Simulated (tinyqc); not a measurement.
Raising U: Hubbard chain of 6 sites, mean field against exact. Computed by the program tinyqc. Collinear unrestricted mean field (the lowest of 40 random starts) against exact diagonalisation.

one-body matrix (hopping and site energies) (eV):
```
,1,2,3,4,5,6
1,-0.4600,-1.8500,0.0000,0.0000,0.0000,0.0000
2,-1.8500,0.4300,-1.8500,0.0000,0.0000,0.0000
3,0.0000,-1.8500,0.2600,-1.8500,0.0000,0.0000
4,0.0000,0.0000,-1.8500,0.0600,-1.8500,0.0000
5,0.0000,0.0000,0.0000,-1.8500,0.1800,-1.8500
6,0.0000,0.0000,0.0000,0.0000,-1.8500,-0.0800
```

electrons, up and down: 3  3

Exact and mean-field results (eV):
```
U,U/t,E exact,E mean field,mean |n_up - n_down|,"double occupancy, exact",first gap in the sector
0.930,0.503,-11.29310,-11.22931,0.000,0.230,1.491
1.850,1.000,-10.09091,-9.83684,0.000,0.206,1.334
3.700,2.000,-8.06206,-7.14282,0.393,0.160,1.083
5.550,3.000,-6.50947,-5.23958,0.669,0.121,0.893
7.400,4.000,-5.34622,-4.01044,0.802,0.090,0.747
11.100,6.000,-3.80955,-2.62802,0.909,0.052,0.550
14.800,8.000,-2.88394,-1.89520,0.948,0.033,0.429
22.200,12.000,-1.85945,-1.14364,0.977,0.016,0.295
37.000,20.000,-0.98198,-0.53327,0.992,0.006,0.180
```

What does the comparison show, and why?

In absolute terms mean field is worst at U/t = 4.0, 1.336 eV too high: at small U it is nearly exact, and at large U it misses only exchange-scale energies. Its local moments set in at U/t = 2.0 of those listed, a broken symmetry that the exact state of a finite cluster with equal spins does not have. Relative to the exact energy its error is 0.6 % at the smallest U, 46 % at most and 46 % at the largest. The double occupancy falls from 0.230 to 0.006.
